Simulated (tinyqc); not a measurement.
Quantum well in an electric field by finite differences: sweeps and comparisons. A value that a table varies takes the place of the one given here.

Finite differences on points z_i at the centres of cells of width h: H_ii = (c/h^2)(1/m_(i-1/2) + 1/m_(i+1/2)) + V_i, H_(i,i+1) = -(c/h^2)/m_(i+1/2), where m_(i+1/2) is the mean of the masses at the two points (the end values are repeated outwards), psi = 0 on the points beyond both ends, c = hbar^2/2m0. The field adds e F (z - z0) with z0 the middle of the structure; 1 kV/cm = 1e-5 eV/angstrom.

Constants: hbar^2/2m0 = 3.80998211 eV angstrom^2.

Parameters, chosen for this exercise (near those of an InGaAs well in InP; shifted at random, so the results belong to these values and not to a real crystal):
- layers = ((124, 0.259, 0.0826), (155, 0, 0.041), (124, 0.259, 0.0826)) (each layer: thickness in angstrom, band edge in eV, mass in m0)
- hf = 1.9375 angstrom (cell width of the fine grid)
- Fs = (0, 6.67, 13.3, 20, 26.7, 33.3, 40) kV/cm (fields)
- F = 8.6 kV/cm (field along z)
- Lw = 155 angstrom (well width)
- Lb = 124 angstrom (each outer barrier)
- V0 = 0.259 eV (barrier height)
- mw = 0.041 m0 (mass in the well)
- mb = 0.0826 m0 (mass in the barriers)

## Stark shift

Fine grid. Perturbation theory: dE1 = e F z_11 - beta (e F)^2 with beta = sum_j z_1j^2/(E_j - E_1) over the 13 next levels at zero field, z from z0.

Levels against field:
```
F (kV/cm)  E1 (eV)  E2 (eV)  dE1 (meV)  second order (meV)  <z - z0> (angstrom)  E2 - E1 (meV)
0           0.0212   0.0858       0.00                0.00                  0.0           64.7
6.67        0.0211   0.0858      -0.09               -0.09                 -2.8           64.8
13.3        0.0208   0.0859      -0.37               -0.38                 -5.6           65.1
20.0        0.0203   0.0861      -0.84               -0.85                 -8.4           65.7
26.7        0.0197   0.0862      -1.50               -1.52                -11.1           66.6
33.3        0.0188   0.0865      -2.31               -2.36                -13.6           67.6
40.0        0.0178   0.0867      -3.31               -3.40                -16.1           68.9
```

z_11 = 0.00 angstrom
beta = 2.126e+04 angstrom^2/eV

What does this show, and why?

At zero field the state is centred, so the shift starts as F^2; it turns linear only if the state is pulled to one side. At 40 kV/cm E1 has moved by -3.31 meV, where second order gives -3.40 meV; they differ by 2.7 % there. The electron moves by -16.1 angstrom, against the rise of the potential. E2 - E1 grows with the field; the ends are 64.7 and 68.9 meV.

## Order of mass and momentum

Fine grid. Hermitian kinetic operators m^a p m^b p m^a with 2a + b = -1: H_ii = (c/h^2) m_i^(2a) (m_(i-1/2)^b + m_(i+1/2)^b) + V_i, H_(i,i+1) = -(c/h^2) m_i^a m_(i+1)^a m_(i+1/2)^b; BenDaniel-Duke is a = 0. The halved form has H_ii = 2c/(h^2 m_i) + V_i and H_(i,i+1) = -(c/2h^2)(1/m_i + 1/m_(i+1)). The shifts are measured against BenDaniel-Duke; the last column repeats E1 with cells of hf/4.

Levels (eV):
```
operator                            E1      E2  E1 - E1(BDD) (meV)  E1 at hf/4
BenDaniel-Duke                  0.0210  0.0859                 0.0      0.0210
(1/m) p^2 + p^2 (1/m), halved   0.0100  0.0500               -11.0     -0.8373
m^(-1/2) p^2 m^(-1/2)           0.0273  0.1055                 6.3      0.0274
m^(-1/4) p m^(-1/2) p m^(-1/4)  0.0243  0.0957                 3.3      0.0244
one mass, the smallest          0.0243  0.0957                 3.3      0.0244
```

What does this show?

The three forms m^a p m^b p m^a span 6.3 meV in E1, 10 % of E2 - E1; they differ only at the mass steps (largest to smallest mass 2.01), where m^a psi is the continuous quantity. Dropping the mass step altogether moves E1 by +3.3 meV. Refining the grid moves the halved form by -847.3 meV, against at most 0.03 meV for the other three: at an abrupt step it has no limit as the grid is refined.

## Thickness of the outer barriers

Fine grid, zero field, both outer layers set to each thickness in turn.

Levels (eV):
```
outer layers (angstrom)       E1       E2       E3
31.000                   0.02136  0.08694  0.19856
62.000                   0.02116  0.08584  0.19338
124.000                  0.02116  0.08582  0.19291
248.000                  0.02116  0.08582  0.19290
496.000                  0.02116  0.08582  0.19290
```

Which of the three levels are properties of the well, and how thick must the outer layers be?

E1 is bound, and within 0.1 meV of the last row from 62 angstrom on. E2 is bound, and within 0.1 meV of the last row from 62 angstrom on. E3 is bound, and within 0.1 meV of the last row from 124 angstrom on.

## What each parameter does

Three layers: barrier, well, barrier; fine grid. The Stark shift is E1(F) - E1(0). Each row changes one parameter from the base and keeps the others.

Results:
```
case               E1 (eV)  E2 - E1 (meV)  Stark shift (meV)  <z - z0> (angstrom)
base                0.0210           64.9              -0.16                -3.65
Lw = 124 angstrom   0.0292           90.1              -0.08                -1.88
Lb = 155 angstrom   0.0210           64.9              -0.16                -3.65
V0 = 0.311 eV       0.0220           67.6              -0.14                -3.36
mw = 0.0471 m0      0.0195           59.5              -0.16                -3.79
mb = 0.0991 m0      0.0201           63.3              -0.16                -3.81
F = 12.9 kV/cm      0.0208           65.1              -0.35                -5.45
```

How do the results move?

The largest shifts from the base row, up to three for each result and ties (the steps differ in size, so this ranks the rows, not the parameters). E1 (eV): Lw +0.0082, mw -0.0015, V0 +0.0010; unchanged at the printed digits by Lb. E2 - E1 (meV): Lw +25.2, mw -5.4, V0 +2.8; unchanged at the printed digits by Lb. Stark shift (meV): F -0.20, Lw +0.08, V0 +0.01; unchanged at the printed digits by Lb, mw and mb. <z - z0> (angstrom): F -1.81, Lw +1.76, V0 +0.29; unchanged at the printed digits by Lb.

Program tinyqc; command `OMP_NUM_THREADS=1 python tinyqc.py 1251052 1251053 out.jsonl`; about 0.02 s on one thread of a shared Intel(R) Xeon(R) Processor @ 2.30GHz.
